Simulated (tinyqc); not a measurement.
# Changing the growth temperature T_g

Model: self-consistent Fermi level with native defects, at growth and after a quench. Computed by tinyqc, a small Python program. Command: `OMP_NUM_THREADS=1 python tinyqc.py 3013159 3013160 out.jsonl scfermi sweep`. One thread of a shared host (Intel(R) Xeon(R) Processor @ 2.30GHz), about 0.1 s of CPU time with the checks.

Energies are counted from the top of the valence band (VBM); when the gap shrinks with temperature the conduction band moves and the levels stay. D and A draw on one reservoir with opposite signs, as the two vacancies of a compound do.

Inputs (values chosen for the exercise, with bands modelled on CdTe):
```
quantity                                value   unit
gap E_g at 300 K                         1.52     eV
slope -dE_g/dT above 300 K            0.00025   eV/K
electron mass m_e                      0.0971    m_0
valleys M_c                                 1      -
hole mass m_h                           0.616    m_0
E_f of the neutral native donor D      0.9852     eV
E_f of the neutral native acceptor A    1.549     eV
shift s of the chemical potential       0.031     eV
site density N_s                      2.5e+22  cm^-3
temperature of use T                      200      K
```

Added shallow dopant: none.

levels of D above the VBM, most positive state first (eV): 0.884

levels of A above the VBM, (0/-1) first (eV): 0.16

Constants: m_0 = 9.1093837015e-31 kg; k_B = 1.380649e-23 J/K; h = 6.62607015e-34 J s; k_B = 8.617333262e-05 eV/K.

Method:
- E_f(D, 0) = input + s and E_f(A, 0) = input - s; E_f(q, E_F = 0) follows from the levels, eps(q/q-1) = E_f(q - 1) - E_f(q) at E_F = 0.
- E_g(T) = E_g - slope x max(0, T - 300 K).
- N_c = 2 M_c (2 pi m_e k_B T/h^2)^(3/2) and N_v = 2 (2 pi m_h k_B T/h^2)^(3/2), masses in units of m_0.
- At growth T = T_g.
- n = N_c F_1/2((E_F - E_g)/k_B T), p = N_v F_1/2(-E_F/k_B T).
- F_1/2(eta) = (2/sqrt(pi)) int_0^infinity sqrt(x)/(1 + exp(x - eta)) dx, by the trapezoid rule in t = sqrt(x) with step 0.02 up to t = 12 (for eta < -12 by exp(eta) - exp(2 eta)/2^(3/2)).
- In equilibrium c_q = N_s exp(-(E_f(q, 0) + q E_F)/k_B T).
- Net charge = p - n + sum q c_q; the log ratio is ln(positive charge/negative charge).
- E_F is the root of the log ratio, by 50 bisections between -0.5 eV and E_g + 0.5 eV.
- After a quench the totals of D and A stay as grown, and each is shared among its charge states with weights exp(-(E_f(q, 0) + q E_F)/k_B T).

One run for each value; columns: (1) growth temperature T_g (K); (2) total D (cm^-3); (3) total A (cm^-3); (4) E_F at growth (eV); (5) E_F after the quench (eV); (6) n after the quench (cm^-3); (7) p after the quench (cm^-3):
```
(1)          (2)         (3)      (4)      (5)     (6)        (7)
670   4.4398e+15  3.9039e+15  0.77313  0.84977   5.337  0.0025493
760   2.9365e+16  2.4973e+16  0.77312  0.85405   6.840  0.0019893
860   1.5149e+17  1.2452e+17  0.77311  0.85764   8.424  0.0016152
950   4.9539e+17  3.9601e+17  0.77311  0.86017   9.758  0.0013944
1000  8.7355e+17  6.8840e+17  0.77311  0.86137  10.458  0.0013011
1100  2.3312e+18  1.7896e+18  0.77311  0.86340  11.768  0.0011562
1200  5.2921e+18  3.9694e+18  0.77311  0.86506  12.957  0.0010501
1300  1.0605e+19  7.7935e+18  0.77311  0.86643  14.027  0.0009700
```

What does the table show, and why?

Over the rows, total D (cm^-3) rises from 4.44e15 to 1.06e19 (exponent d ln y / d ln x 15 between the first rows and 8.7 between the last); total A (cm^-3) rises from 3.90e15 to 7.79e18 (exponent d ln y / d ln x 15 between the first rows and 8.4 between the last); E_F at growth (eV) goes from 0.773 through a minimum among these rows, 0.773 at 1100, to 0.773. Lines through ln c against 1/(k_B T_g) give apparent energies of 0.93 eV for D and 0.91 eV for A; they include the movement of E_F with T_g.

Extremes, crossings and ranges named in words are read from the listed rows.
